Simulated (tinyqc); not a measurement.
Reflectance at normal incidence against thickness.

Normal incidence on air, film (n1) and substrate (N2 = n2 - i k2): r01 = (1 - n1)/(1 + n1), r12 = (n1 - N2)/(n1 + N2), amplitude (r01 + r12 X)/(1 + r01 r12 X), X = exp(-4 pi i n1 d/lam), R its squared modulus, phase from 0 to 360 degrees.

Inputs (values chosen for the exercise):
- lam = 405 nm (wavelength)
- n1 = 1.627 (index of the transparent film)
- n2 = 5.42 (index of the substrate)
- k2 = 0.329 (extinction coefficient of the substrate)

Results:
```
d (nm)  R (%)  phase of the reflected amplitude (degrees)
0       47.54                                       178.7
30      34.53                                       122.0
45      20.69                                       78.45
60      12.02                                       8.077
75      18.19                                       292.6
90      32.04                                       245.1
105     42.78                                       212.6
120     47.36                                       186.2
```

Estimate the missing row, d = 15 nm.

Computed row:
```
d (nm)  R (%)  phase of the reflected amplitude (degrees)
15      44.14                                       152.7
```

With this row back in the table: R goes from 47.5 through a minimum of 12.0 (at d = 60 nm among the rows listed) to 47.4 %. At a quarter wave, d = 62.2 nm, R = 12.0 %; for a transparent substrate it would vanish for n1 = sqrt(n2) = 2.33.

tinyqc, about 0.6 s, one thread, Intel Xeon 2.30GHz (shared host): `OMP_NUM_THREADS=1 python tinyqc.py 2870194 2870195 out.jsonl`
